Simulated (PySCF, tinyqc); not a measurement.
Worked calculation: FCI on RHF in the sto-3g basis, frozen core, for BeH+, spin multiplicity 1. The lowest restricted solution is unstable here: a spin-polarised one lies 0.0035 hartree lower (PySCF). One step of it, computed by the program tinyqc.

Question. FCI: determinants and Hamiltonian. Slater-Condon rules over spin orbitals, with the nuclear repulsion and the energy of the frozen orbital added and E(HF) subtracted on the diagonal. Only determinants linked to the reference directly or through others are kept (one block of an abelian symmetry group), so some states are absent.

one-electron integrals dressed by the frozen orbital, h + 2 (pq|11) - (p1|1q) (hartree), order 2, 3, 4, 5, 6:
$$\begin{pmatrix}
-1.119390 & 0.066268 & 0.000000 & 0.000000 & -0.023571 \\
0.066268 & -0.845070 & 0.000000 & 0.000000 & 0.058733 \\
0.000000 & 0.000000 & -0.780295 & 0.000000 & 0.000000 \\
0.000000 & 0.000000 & 0.000000 & -0.780295 & 0.000000 \\
-0.023571 & 0.058733 & 0.000000 & 0.000000 & -0.697505
\end{pmatrix}$$

energy of the frozen orbital, 2 h_11 + (11|11) = -14.03688160 hartree

Two-electron integrals over orbitals (pq|rs), unique and non-zero (hartree); the lowest 1 orbital is frozen and left out:
```
(22|22) 0.463079    (32|22) -0.066268   (32|32) 0.059641    (33|22) 0.325692
(33|32) 0.033100    (33|33) 0.431170    (42|42) 0.045300    (43|42) 0.034261
(43|43) 0.048776    (44|22) 0.349900    (44|32) 0.038052    (44|33) 0.384543
(44|44) 0.449859    (52|52) 0.045300    (53|52) 0.034261    (53|53) 0.048776
(54|54) 0.024249    (55|22) 0.349900    (55|32) 0.038052    (55|33) 0.384543
(55|44) 0.401360    (55|55) 0.449859    (62|22) 0.023571    (62|32) -0.054898
(62|33) -0.011939   (62|44) -0.068493   (62|55) -0.068493   (62|62) 0.118605
(63|22) -0.056815   (63|32) 0.055330    (63|33) 0.052271    (63|44) 0.034645
(63|55) 0.034645    (63|62) -0.059848   (63|63) 0.071979    (64|42) -0.025981
(64|43) -0.008449   (64|64) 0.022634    (65|52) -0.025981   (65|53) -0.008449
(65|65) 0.022634    (66|22) 0.469187    (66|32) -0.070263   (66|33) 0.353254
(66|44) 0.352929    (66|55) 0.352929    (66|62) 0.051203    (66|63) -0.060595
(66|66) 0.507141
```

nuclear repulsion = 1.19453095 hartree

Hartree-Fock energy = -14.61805154 hartree

Give: determinants; H - E(HF) between determinants.

Answer.

Occupation strings over the orbitals (2 doubly, a alpha, b beta, 0 empty; spin orbitals ordered 1a 1b 2a 2b ...): 220000 2ab000 2a000b 2ba000 2b000a 202000 20a00b 200200 200020 20b00a 200002

H - E(HF) between determinants (hartree):
```
         220000   2ab000   2a000b   2ba000   2b000a   202000   20a00b   200200
220000   0.0000   0.0000   0.0000   0.0000   0.0000   0.0596  -0.0549   0.0453
2ab000   0.0000   0.1369   0.0019  -0.0596   0.0549   0.0994   0.0553   0.0343
2a000b   0.0000   0.0019   0.4280   0.0549  -0.1186   0.0553  -0.0040  -0.0260
2ba000   0.0000  -0.0596   0.0549   0.1369   0.0019  -0.0994   0.0355  -0.0343
2b000a   0.0000   0.0549  -0.1186   0.0019   0.4280  -0.0553   0.0598   0.0260
202000   0.0596   0.0994   0.0553  -0.0994  -0.0553   0.5167   0.1110   0.0488
20a00b  -0.0549   0.0553  -0.0040   0.0355   0.0598   0.1110   0.5864  -0.0084
200200   0.0453   0.0343  -0.0260  -0.0343   0.0260   0.0488  -0.0084   0.6650
200020   0.0453   0.0343  -0.0260  -0.0343   0.0260   0.0488  -0.0084   0.0242
20b00a   0.0549   0.0355   0.0598   0.0553  -0.0040  -0.1110  -0.0720   0.0084
200002   0.1186  -0.0598   0.0276   0.0598  -0.0276   0.0720  -0.0019   0.0226

         200020   20b00a   200002
220000   0.0453   0.0549   0.1186
2ab000   0.0343   0.0355  -0.0598
2a000b  -0.0260   0.0598   0.0276
2ba000  -0.0343   0.0553   0.0598
2b000a   0.0260  -0.0040  -0.0276
202000   0.0488  -0.1110   0.0720
20a00b  -0.0084  -0.0720  -0.0019
200200   0.0242   0.0084   0.0226
200020   0.6650   0.0084   0.0226
20b00a   0.0084   0.5864   0.0019
200002   0.0226   0.0019   0.8878
```
